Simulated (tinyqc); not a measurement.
# Lateral field, substrate current, probability of reaching the oxide barrier and hot-carrier lifetime of a silicon transistor (pseudo-two-dimensional and lucky-electron models), step by step

A worked calculation. Computed by tinyqc, a small Python program that keeps every step. Command: `OMP_NUM_THREADS=1 python tinyqc.py 3028065 3028066 out.jsonl hotcar walk`. One thread of a shared host (Intel(R) Xeon(R) Processor @ 2.30GHz), about 0.01 s of CPU time with the checks. Intermediate numbers are printed to about 6 digits and carried at full precision; extremes and crossings named in words are read from the listed rows.

Local-field models: a lucky carrier gains its energy at the peak field over a path free of collisions. Voltages are magnitudes.

Inputs (values chosen for the exercise, modelled on a silicon n-channel):
```
quantity                              value                      unit
channel length L                        790                        nm
oxide thickness t                        14                        nm
junction depth x_j                      230                        nm
mobility mu                             330                cm^2/(V s)
saturation velocity v_s                0.91                  1e7 cm/s
threshold voltage V_T                  0.35                         V
gate voltage V_G                          3                         V
drain voltage V_D                       6.8                         V
ionisation prefactor A_i              2e+06                      1/cm
ionisation field B_i                   1.73                     MV/cm
hot-carrier mean free path lambda       7.1                        nm
oxide barrier phi_b                     3.1                        eV
interface-trap threshold phi_it         3.8                        eV
lifetime constant H                    1000  s microampere/micrometre
length of the depleted extension L_n     77                        nm
```

Drain: lightly doped extension.

Constants: eps_0 = 8.8541878128e-12 F/m.

## Saturation point and current

C_ox = 3.9 eps_0/t; F_sat = 2 v_s/mu; V_Dsat = V_ov F_sat L/(V_ov + F_sat L), V_ov = V_G - V_T; I_D/W = C_ox v_s (V_ov - V_Dsat).

F_sat = 55.1515 kV/cm

V_Dsat = 1.64778 V

drain current I_D/W = 224.951 microampere/micrometre

## Peak lateral field

Scale length l = 0.22 t^(1/3) x_j^(1/2) (all in cm); F_m = sqrt(((V_D - V_Dsat)/l_e)^2 + F_sat^2), with l_e = l + L_n; length of the velocity-saturated region l_e ln((V_D - V_Dsat)/(l_e F_sat) + F_m/F_sat).

scale length l = 118.031 nm

peak field F_m = 269.870 kV/cm

velocity-saturated length = 442.797 nm

energy gained over one free path, e lambda F_m = 0.191608 eV

The field rises from F_sat to F_m as cosh(x/l_e), a factor 4.9, over 56 % of L. Caution: the empirical formula for l was fitted to oxides of about 15 nm or more; for thinner ones it is an extrapolation.

## Hot-carrier currents and lifetime

Substrate current I_sub/I_D = (A_i/B_i)(V_D - V_Dsat) exp(-B_i/F_m); probability of reaching the oxide barrier exp(-phi_b/(e lambda F_m)); lifetime tau = (H/(I_D/W)) exp(phi_it/(e lambda F_m)).

I_sub/I_D = 0.00979342

substrate current I_sub/W = 2.20304 microampere/micrometre

probability of reaching phi_b = 9.41008e-08

lifetime tau = 1.82359e+09 s

exponent m = phi_it/(e lambda B_i) = 3.09371

Since both exponentials depend on 1/F_m, tau I_D scales about as (I_sub/I_D)^(-m) with m = 3.09, which lets I_sub serve as the monitor. The lifetime is 5.78 times ten years (3.156e8 s).

## Substrate current against gate voltage

The formulas are those given above.

At the given drain voltage:
```
V_G (V)  V_Dsat (V)  I_D/W (microampere/micrometre)  F_m (kV/cm)  I_sub/W (microampere/micrometre)      tau (s)
0.71        0.33252                           6.167      336.168                           0.26841  1.33143e+09
1.10        0.63986                          24.722      320.634                           0.79872  7.18274e+08
1.60        0.97133                          62.549      303.905                           1.42076  7.11543e+08
2.30        1.34710                         135.324      284.979                           1.97039  1.05921e+09
3.20        1.72297                         252.967      266.097                           2.22918  2.14810e+09
4.30        2.07176                         421.578      248.630                           2.19118  5.29594e+09
5.30        2.31730                         590.920      236.370                           2.02972  1.15392e+10
6.40        2.53289                         789.429      225.636                           1.82220  2.53640e+10
7.50        2.70726                         997.190      216.977                           1.62579  5.17414e+10
```

I_sub peaks at V_G = 3.2 V, 0.47 V_D: a higher gate voltage brings more carriers but raises V_Dsat and so lowers F_m. The shortest lifetime among the rows lies at V_G = 1.6 V, below that of the largest I_sub, since tau depends more steeply on the field.

## Extrapolating accelerated tests

V_10 solves tau = 3.156e8 s at the given V_G. The extrapolation fits ln(tau) against 1/V_D at 1, 1.08, 1.16 and 1.25 times the given V_D (rounded to 3 digits) by least squares and reads off the same tau.

Stress points:
```
V_D (V)  1/V_D (1/V)      tau (s)
6.80        0.147059  1.82359e+09
7.34        0.136240  2.97462e+08
7.89        0.126743  6.37881e+07
8.50        0.117647  1.52642e+07
```

ten-year drain voltage V_10 = 7.32070 V

V_10 from the 1/V_D extrapolation = 7.32978 V

The extrapolation is 9 mV above the true value.

Checks made by the program: voltage drop as the integral of F_sat cosh(x/l_e) over the saturated length (relative difference below 1e-10).
